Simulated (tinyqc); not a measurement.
CCSD on RHF in the sto-3g basis, for H3+, spin multiplicity 1, step by step. One step of it, computed by the program tinyqc.

Problem. Orthogonalisation. S = U s U^T; symmetric (Loewdin) form X = U s^(-1/2) U^T, so that X^T S X = 1.

overlap S:
```
          1H 1s     2H 1s     3H 1s
1H 1s  1.000000  0.591251  0.550810
2H 1s  0.591251  1.000000  0.550810
3H 1s  0.550810  0.550810  1.000000
```

Give: eigenvalues of S; X.

Solution.

eigenvalues of S: 0.409  0.462  2.129

X:
```
        1H 1s   2H 1s   3H 1s
1H 1s   1.251  -0.313  -0.260
2H 1s  -0.313   1.251  -0.260
3H 1s  -0.260  -0.260   1.217
```
